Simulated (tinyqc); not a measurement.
# Worked calculation: thin-film transistor with exponential tail and deep states, accumulation layer

Program tinyqc, `OMP_NUM_THREADS=1 python tinyqc.py 2610123 2610124 out.jsonl`; Intel Xeon 2.30GHz, shared host, one thread, about 0.02 s. Printed values are rounded.

An undoped film in accumulation, thicker than the space-charge layer. With band bending psi the Fermi level lies E0 - psi below the band edge. Free electrons n = n0 exp(psi/Vt) carry the current; electrons in two exponential distributions of traps, a = a0 exp(psi/Va) and d = d0 exp(psi/Vp), do not. Linear regime, ohmic contacts, traps in equilibrium.

Parameters, values chosen for the exercise; values close to those of amorphous indium gallium zinc oxide: temperature T = 270 K; relative permittivity of the semiconductor eps_r = 10; density of extended states Nc = 3.7e18 cm^-3; band mobility mb = 16 cm^2/(V s); total density of tail states Nt = 5.1e18 cm^-3; characteristic temperature of the tail Tt = 350 K; total density of deep states Nd = 5.8e16 cm^-3; characteristic temperature of the deep states Td = 2160 K; bulk Fermi level below the band edge E0 = 0.61 eV; gate capacitance Ci = 20 nF/cm^2; ratio W/L WL = 10; drain voltage Vd = 0.2 V; gate voltage above flat band Vg = 22 V.

Constants: q = 1.602176634e-19 C, kB = 1.380649e-23 J/K, Vt = kB T/q, eps0 = 8.8541878128e-14 F/cm where lengths are in cm. Results are converted to the units shown.

Range of the model: The Fermi level at the surface comes within 2 Vt of the band edge, where the exponential forms for free and trapped electrons fail. The th form assumes a Fermi level far below the band edge; at the surface it overcounts the filled tail by a factor of about 5.0.

## Bulk densities

Va = kB Tt/q, Vp = kB Td/q; n0 = Nc exp(-E0/Vt), a0 = Nt th(T/Tt) exp(-E0/Va), d0 = Nd th(T/Td) exp(-E0/Vp), th(x) = pi x/sin(pi x).

Va = 0.03016067 V
Vp = 0.1861344 V
th(T/Tt) = 3.683495
n0 = 1.520674e7 cm^-3
a0 = 3.091839e10 cm^-3
d0 = 2.245833e15 cm^-3

## Iteration 1: surface potential by Newton steps

psi at the start = 0.66 V

Va = kB Tt/q, Vp = kB Td/q. G(psi) = sum over the three kinds of c0 [V (exp(psi/V) - 1) - psi], field F = sqrt(2 q G/(eps0 eps_r)); Vg = psi + eps0 eps_r F/Ci at the surface. f = psi + eps0 eps_r F/Ci - Vg, f' = 1 + q rho/(Ci F) with rho = sum c0 (exp(psi/V) - 1); psi(new) = psi - f/f'.

F = 1160.946 kV/cm
f = 30.05616 V
f' = 900.7282
psi after iteration 1 = 0.6266313 V

## Iteration 2: surface potential by Newton steps

As before.

F = 650.6228 kV/cm
f = 7.430312 V
f' = 496.3596
psi after iteration 2 = 0.6116616 V

## Course of the iteration: surface potential by Newton steps

Stop when psi changes by less than 1e-10 V, or after 30 iterations. psi must stay between 0 and 5 V.

Course of the iteration:
```
iteration    psi (V)  |change| (V)
1          0.6266313        0.0334
2          0.6116616        0.0150
3          0.6092924       2.37e-3
4          0.6092415       5.09e-5
5          0.6092415       2.28e-8
6          0.6092415      4.55e-15
```

Converged in 6 iterations. At the end the number of correct digits about doubles with each step.

## Free and total charge, current

psi_s = 0.6092415 V

Va = kB Tt/q, Vp = kB Td/q. G(psi) = sum over the three kinds of c0 [V (exp(psi/V) - 1) - psi], field F = sqrt(2 q G/(eps0 eps_r)); Vg = psi + eps0 eps_r F/Ci at the surface. Total charge Q = Ci (Vg - psi_s); free charge Qf = q times the integral of n0 (exp(psi/Vt) - 1)/F over psi from 0 to psi_s; I = (W/L) mb Qf Vd; effective mobility mb Qf/Q.

surface densities (cm^-3): free 3.581323e18, tail 1.831927e19, deep 5.927594e16
Q = 427.8152 nC/cm^2
Qf = 44.44465 nC/cm^2
effective mobility = 1.662200 cm^2/(V s)
I = 1422.229 nA

10.4 % of the induced charge is free, against 16.3 % of the electrons right at the surface.
